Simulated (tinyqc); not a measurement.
Comparisons within one model: three-level Kane dispersion of a narrow-gap semiconductor. A value that a table varies takes the place of the one given here.

Zero of energy at Gamma8, c = hbar^2/2m0, P^2 = Ep c. The free-electron term and remote bands are left out, so the heavy holes are flat at E = 0 and the other three bands obey E (E - Eg)(E + Dso) = P^2 k^2 (E + 2 Dso/3). The conduction band is the highest root; its edge is Ec = max(Eg, 0).

Degenerate electrons at T = 0: kF = (3 pi^2 n)^(1/3), 1 cm^-3 = 1e-24 angstrom^-3; EF is the highest root at kF. The momentum (cyclotron, optical) mass is m(E) = hbar^2 k/(dE/dk) = c d(k^2)/dE with d(k^2)/dE = k^2 [1/E + 1/(E - Eg) + 1/(E + Dso) - 1/(E + 2 Dso/3)]; the density of states is k d(k^2)/dE/(2 pi^2).

Edge mass m0* = Eg (Eg + Dso)/(Ep (Eg + 2 Dso/3)).
Constants: hbar^2/2m0 = 3.80998211 eV angstrom^2.

Inputs chosen for the exercise (near those of InSb; not measured data): Eg = 0.234 eV (E(Gamma6) - E(Gamma8)); Dso = 0.8 eV (spin-orbit splitting); Ep = 24.4 eV (Kane energy); k = 0.006 1/angstrom (wave vector); n = 1.4e+16 cm^-3 (electron density).

## Filling the band

n from 1e15 to 1e19 cm^-3. The last column is the local power d ln(EF - Ec)/d ln n = kF^2/(1.5 (EF - Ec) d(k^2)/dE).

Results:
```
n (cm^-3),kF (1/angstrom),EF - Ec (meV),parabolic (meV),m(EF),m(EF)/m0*,power
1.0e+15,0.00309,2.8,2.8,0.0132,1.02,0.660
1.0e+16,0.00667,12.5,13.1,0.0142,1.10,0.637
3.0e+16,0.00961,24.8,27.2,0.0154,1.19,0.613
1.0e+17,0.01436,50.8,60.8,0.0180,1.39,0.573
3.0e+17,0.02071,93.1,126.5,0.0221,1.71,0.530
1.0e+18,0.03094,171.1,282.2,0.0295,2.28,0.482
3.0e+18,0.04462,284.7,586.9,0.0398,3.08,0.446
1.0e+19,0.06665,477.8,1309.7,0.0568,4.40,0.416
```

The power falls from 0.660 to 0.416: 2/3 marks a parabola, 1/3 a linear band. The parabola is within 10 % up to n = 3.0e+16 cm^-3. The mass has doubled by n = 1.0e+18 cm^-3 and ends at 4.4 times its edge value.

## Closing and inverting the gap

Eg is varied at fixed k, Dso and Ep. Edge mass: Eg (Eg + Dso)/(Ep (Eg + 2 Dso/3)) for Eg > 0, 3 |Eg|/(2 Ep) for Eg < 0. The Gamma6 weight of the conduction state is 1/(1 + P^2 k^2 [(2/3)/E^2 + (1/3)/(E + Dso)^2]).

Results:
```
Eg (eV),m0*,highest root (eV),middle (eV),lowest (eV),E - Ec (meV),Gamma6 weight
-0.400,0.02459,0.0055,-0.4027,-0.8028,5.5,0.013
-0.200,0.01230,0.0107,-0.2088,-0.8019,10.7,0.048
-0.080,0.00492,0.0221,-0.1006,-0.8016,22.1,0.180
-0.020,0.00123,0.0388,-0.0574,-0.8014,38.8,0.403
0.020,0.00121,0.0591,-0.0377,-0.8014,39.1,0.609
0.080,0.00470,0.1029,-0.0216,-0.8013,22.9,0.825
0.200,0.01118,0.2116,-0.0105,-0.8011,11.6,0.952
0.400,0.02108,0.4064,-0.0055,-0.8009,6.4,0.986
```

The edge mass vanishes with |Eg| from both sides, yet the kinetic energy at this k stays finite, at most 39.1 meV in the table; at Eg = 0 the two-level form, without the split-off band, gives the linear value sqrt(2/3) P k = 47.2 meV. The Gamma6 weight of the conduction state goes smoothly from 0.01 to 0.99 and is 0.40 and 0.61 in the two rows next to Eg = 0: at finite k nothing jumps at the inversion.

## What each parameter does

Edge mass, EF - Ec and m(EF). Each row changes one parameter from the base and keeps the others.

Results:
```
case,m0* (m0),EF - Ec (meV),m(EF) (m0)
base,0.01292,15.45,0.01449
n = 2.8e+16 cm^-3,0.01292,23.80,0.01532
Eg = 0.1989 eV,0.01112,17.61,0.01293
Dso = 0.68 eV,0.01275,15.65,0.01431
Ep = 20.74 eV,0.01520,13.24,0.01678
```

The largest shifts from the base row, up to three for each result and ties (the steps differ in size, so this ranks the rows, not the parameters). m0* (m0): Ep +0.00228, Eg -0.00180, Dso -0.00017; unchanged at the printed digits by n. EF - Ec (meV): n +8.35, Ep -2.21, Eg +2.15. m(EF) (m0): Ep +0.00229, Eg -0.00155, n +0.00084.

(tinyqc, `OMP_NUM_THREADS=1 python tinyqc.py 1080720 1080721 out.jsonl`, Intel(R) Xeon(R) Processor @ 2.30GHz, 1 thread, shared host, about 0.01 s.)
